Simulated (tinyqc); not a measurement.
# Nanowire ballistic transistor, top-of-the-barrier model: effect of the temperature

At the top of the source barrier, states moving towards the drain are filled by the source (Fermi level 0) and states moving back by the drain (Fermi level -q Vd); nothing scatters. U is the shift of the band edge there, set by the capacitances CG, CD and CS (the total) and by the charge. Parabolic one-dimensional subband; the source is grounded.

N0 = gv sqrt(2 m kB T/pi)/hbar, CG = 2 pi eps0 eox/ln(1 + 2 tox/d), CS = CG/aG, n0 = n at U = 0 and Vd = 0. eta1 = -(E0 + U)/Vt, eta2 = eta1 - Vd/Vt, n = (N0/2)[F_(-1/2)(eta1) + F_(-1/2)(eta2)], F_(-1/2)(x) = (1/sqrt(pi)) int_0^infinity u^(-1/2)/(1 + exp(u - x)) du. U = UL + q (n - n0)/CS with UL = -(aG Vg + aD Vd), energies in eV. I = gv (2 q^2/h) Vt [ln(1 + exp eta1) - ln(1 + exp eta2)]. CQ = (q/Vt) dn/d(eta1). E0 is held fixed.

Values chosen for this exercise; mass and valleys close to those of gallium nitride:
```
symbol  value  unit                                                                 meaning
m       0.198    m0                                                          effective mass
gv          1                                                             valley degeneracy
eox         9                                   relative permittivity of the gate insulator
tox       3.1    nm                                                     insulator thickness
d           6    nm                                                           wire diameter
aG       0.78                                                            gate control CG/CS
aD      0.052                                                           drain control CD/CS
E0       0.16    eV  band edge at the barrier top above the source Fermi level at zero bias
Vg        0.7     V                                                            gate voltage
Vd        0.7     V                                                           drain voltage
```

Constants: q = 1.602176634e-19 C, kB = 1.380649e-23 J/K, hbar = 1.054571817e-34 J s, h = 6.62607015e-34 J s, m0 = 9.1093837015e-31 kg, Vt = kB T/q, eps0 = 8.8541878128e-14 F/cm where lengths are in cm. Results are converted to the units shown.

Effect of the temperature:
```
T (K)	eta1	n (cm^-1)	I (uA)	mean velocity I/(q n) (cm/s)	CQ/CS
50	80.47	4.273e6	26.86	3.924e7	0.1092
77	52.25	4.272e6	26.86	3.925e7	0.1092
120	33.53	4.271e6	26.87	3.926e7	0.1093
180	22.36	4.270e6	26.87	3.928e7	0.1094
240	16.77	4.267e6	26.87	3.931e7	0.1096
300	13.42	4.264e6	26.88	3.935e7	0.1099
360	11.19	4.261e6	26.90	3.940e7	0.1103
420	9.601	4.257e6	26.92	3.947e7	0.1107
```

What does the comparison show?

As T goes from 50 to 420 K, n stays near 4.27e6 cm^-1, the mean velocity rises from 3.92e7 to 3.95e7 cm/s and the current stays near 26.9 uA. CQ/CS stays near 0.11. In every row higher subbands of the wire, left out here, could begin to fill.

Computed by the program tinyqc: `OMP_NUM_THREADS=1 python tinyqc.py 2400038 2400039 out.jsonl`, one thread of a shared Intel Xeon 2.30GHz, about 0.03 s for the whole run.
